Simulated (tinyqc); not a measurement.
# Thin film between two gates, subbands and threshold shift from confinement: effects of single changes

Undoped body with a flat potential across it, hard walls, transport along x. Three valley pairs (g = 2 each) with the longitudinal mass along x, y or z. Non-parabolicity enters the subband edges through E (1 + al E) = gamma, so E = 2 gamma/(1 + sqrt(1 + 4 al gamma)); motion within a subband is taken as parabolic with the band-edge mass. Energies are counted from the bulk band edge.

Inputs (values chosen for the exercise); masses close to those of silicon:
```
symbol  value     unit                                                meaning
T         400        K                                            temperature
ml      0.918       m0                                      longitudinal mass
mt      0.192       m0                                        transverse mass
al          0     1/eV                                       non-parabolicity
t         4.5       nm                               film thickness (along z)
dl        0.2       nm  widening of the box by penetration into the insulator
Cg        2.6  uF/cm^2                 gate capacitance per area of interface
```

Constants: q = 1.602176634e-19 C, kB = 1.380649e-23 J/K, hbar = 1.054571817e-34 J s, m0 = 9.1093837015e-31 kg, Vt = kB T/q, hbar^2/(2 m0) = 0.0380998212 eV nm^2. Results are converted to the units shown.

Each table varies one quantity; the others keep the values above.

## Confinement against the film thickness

gamma = C (pi k/(t + dl))^2/mz, C = hbar^2/(2 m0). Each subband has N_k = g sqrt(mx my) m0 kB T/(pi hbar^2); without degeneracy n = exp(EF/Vt) sum N_k exp(-E_k/Vt). Classical value Nc times t, Nc = sum over valleys of 2 g (m m0 kB T/(2 pi hbar^2))^1.5 with m = (mx my mz)^(1/3). Threshold shift dVT = Vt ln(classical value/sum N_k exp(-E_k/Vt)). With degeneracy n = sum N_k F((EF - E_k)/Vt), F(x) = ln(1 + exp(x)); gate: Vg = EF + q n/(Cg P), P = 2 (both faces), summed over the 60 lowest subbands at most, with Vg counted from the value that would put EF at the bulk band edge of an empty body. The last two columns are for Vg = 0.5 V; sensitivity d(dVT)/dt by central differences between 0.99 and 1.01 times the value.

Confinement against the film thickness:
```
t (nm)  E_1 (meV)  gap to the next edge (meV)  dVT (mV)  sensitivity (mV/nm)  n/P (cm^-2)  share of the lowest subband (%)
2           84.63                       253.9     99.54               -59.98     5.674e12                            99.66
2.7         48.71                       146.1     72.79               -24.80     6.263e12                            89.89
3.6         28.37                       85.10     55.04               -17.03     6.918e12                            62.04
4.7         17.06                       51.18     38.97               -11.95     7.447e12                            40.88
6.3         9.695                       29.09     25.32               -5.800     7.866e12                            27.34
8.4         5.538                       16.62     17.09               -2.633     8.170e12                            19.33
11          3.265                       9.796     12.22               -1.334     8.408e12                            14.15
15          1.773                       5.319     8.516              -0.6441     8.648e12                            9.969
20          1.004                       3.012     6.182              -0.3386     8.846e12                            7.283
```

As t grows from 2 to 20 nm, E_1 falls from 84.6 to 1.00 meV and dVT falls from 99.5 to 6.18 mV. E_1 goes as t^(-1.84) at the thin end (-2 for a parabolic band without penetration); a thickness error of 0.2 nm moves the threshold by 12 mV in the first row and 0.068 mV in the last. The charge per interface area rises from 5.67e12 to 8.85e12 cm^-2. For t = 2, 2.7 the body is too thin for bulk effective masses to be reliable. In every row the charge in the last two columns would bend the potential across the body noticeably, which is left out.

## Charge and subband filling against gate voltage

Same model as above.

Each subband has N_k = g sqrt(mx my) m0 kB T/(pi hbar^2). Cq = q dn/dEF.

Charge and subband filling against gate voltage:
```
Vg (V)  EF - E_1 (eV)  n (cm^-2)  n/P (cm^-2)  share of the lowest subband (%)  Cq/(Cg P)  total C/(Cg P)
-0.13         -0.1522   1.189e11     5.943e10                            55.89     0.1058         0.09571
-0.01        -0.06854   1.298e12     6.490e11                            54.66      1.116          0.5274
0.12         -0.02578   4.130e12     2.065e12                            51.88      3.306          0.7678
0.24        -0.003228   7.292e12     3.646e12                            49.09      5.477          0.8456
0.37          0.01396   1.095e13     5.477e12                            46.23      7.747          0.8857
0.49          0.02631   1.445e13     7.224e12                            43.85      9.731          0.9068
0.62          0.03740   1.831e13     9.154e12                            41.56      11.76          0.9216
0.74          0.04621   2.192e13     1.096e13                            39.68      13.51          0.9311
0.87          0.05465   2.586e13     1.293e13                            37.88      15.28          0.9386
```

EF passes E_1 = 0.0185 eV at Vg = 0.262 V. The share of the lowest subband falls from 55.9 to 37.9 % and the total capacitance rises from 0.0957 to 0.939 of Cg P. In the last row 6.5 % of an added gate voltage goes into raising EF (from the last two rows). For Vg = -0.01, 0.12, 0.24, 0.37, 0.49, 0.62, 0.74, 0.87 the charge would bend the potential across the body noticeably, which is left out.

Program tinyqc, `OMP_NUM_THREADS=1 python tinyqc.py 2350020 2350021 out.jsonl`; Intel Xeon 2.30GHz, shared host, one thread, about 0.06 s.
